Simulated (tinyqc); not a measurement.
Inside a calculation. Model: n-type polysilicon, carrier trapping at grain boundaries.

Program tinyqc, `OMP_NUM_THREADS=1 python tinyqc.py 2830142 2830143 out.jsonl`; Intel Xeon 2.30GHz, shared host, one thread, about 0.01 s. Printed values are rounded.

One-dimensional grains of size Lg, uniform ionised doping N, monovalent traps Qt at each boundary at a depth Et below (for electrons) or above (for holes) the band edge there, abrupt depletion of width W on each side of a boundary, Boltzmann statistics. xi is the distance from the band edge at the grain centre to the Fermi level. Trapped charge Qt/(1 + exp((xi + VB - Et)/Vt)) = 2 N W, barrier VB = q N W^2/(2 eps0 eps_r).

Parameters, values chosen for the exercise; values of the order met in polycrystalline silicon:
```
symbol    value        unit                                                              meaning
T           250           K                                                          temperature
eps_r      11.7                                                            relative permittivity
NB      2.13e19       cm^-3                               conduction-band density of states at T
Lg           56          nm                                                           grain size
Qt       4.9e12       cm^-2                                     trap density of a grain boundary
Et         0.46          eV  depth of the trap level from the majority band edge at the boundary
ms         0.47          m0                                         mass for thermionic emission
fe            1                                           correction factor of the emission rate
mug         130  cm^2/(V s)                                           mobility inside the grains
N        1.5e18       cm^-3                                                               doping
```

Constants: q = 1.602176634e-19 C, kB = 1.380649e-23 J/K, m0 = 9.1093837015e-31 kg, Vt = kB T/q, eps0 = 8.8541878128e-14 F/cm where lengths are in cm. Results are converted to the units shown.

## Starting value

W = 13 nm.

W at the start = 13 nm

## Iteration 1: new W

Partly depleted grain, xi = Vt ln(NB/N): f = 1/(1 + exp((xi + VB - Et)/Vt)), g = Qt f - 2 N W, g' = -2 Qt f (1 - f) VB/(W Vt) - 2 N, W(new) = W - g/g'.

VB = 0.1960306 V
f = 0.9999323
g = 9.996681e11 cm^-2
g' = -3.004647e11 cm^-2/nm
W after iteration 1 = 16.32707 nm

## Iteration 2: new W

As before.

VB = 0.3092102 V
f = 0.9872089
g = -6.079854e10 cm^-2
g' = -4.087867e11 cm^-2/nm
W after iteration 2 = 16.17834 nm

## Course of the iteration

Stop when the step is below 1e-10 nm, or after 40 iterations.

Course of the iteration:
```
iteration  W before the step (nm)  step (nm)
1                              13       3.33
2                        16.32707     -0.149
3                        16.17834   -5.10e-3
4                        16.17324   -5.02e-6
5                        16.17324  -4.81e-12
```

Converged in 5 iterations.

## Depletion width, Fermi level and barrier

If the trap equation with xi = Vt ln(NB/N) has a root W < Lg/2, the grain is partly depleted; otherwise W = Lg/2 and the trap equation gives xi = Et - VB + Vt ln(Qt/(N Lg) - 1). N* = Qt/Lg.

N* = 8.75e17 cm^-3
W = 16.17324 nm
xi = 0.05715968 V
VB = 0.3034107 V
share of traps filled = 0.9901981

N is 1.71 N*, and the grain is partly depleted; VB = 14.1 Vt.

## Resistivity and effective mobility

n0 = NB exp(-xi/Vt); mean density n0 (1 - 2 W/Lg) by charge balance in a partly depleted grain, and n0 (sqrt(pi)/2) erf(u)/u with u = sqrt(VB/Vt) in a fully depleted one; v = sqrt(kB T/(2 pi ms m0)); barrier resistivity Vt exp(VB/Vt)/(q fe n0 v Lg); grain resistivity (1 - 2 W/Lg)/(q n0 mug); effective mobility 1/(q mean density total resistivity).

n0 = 1.5e18 cm^-3
mean density = 6.335766e17 cm^-3
v = 3.582022e6 cm/s
barrier resistivity = 5843.670 ohm cm
grain resistivity = 0.01351957 ohm cm
resistivity = 5843.684 ohm cm
effective mobility = 0.001685791 cm^2/(V s)

The resistivity is 1.83e5 times that of a single crystal with the same N and mobility mug, and the mean density is 42.2 % of N.
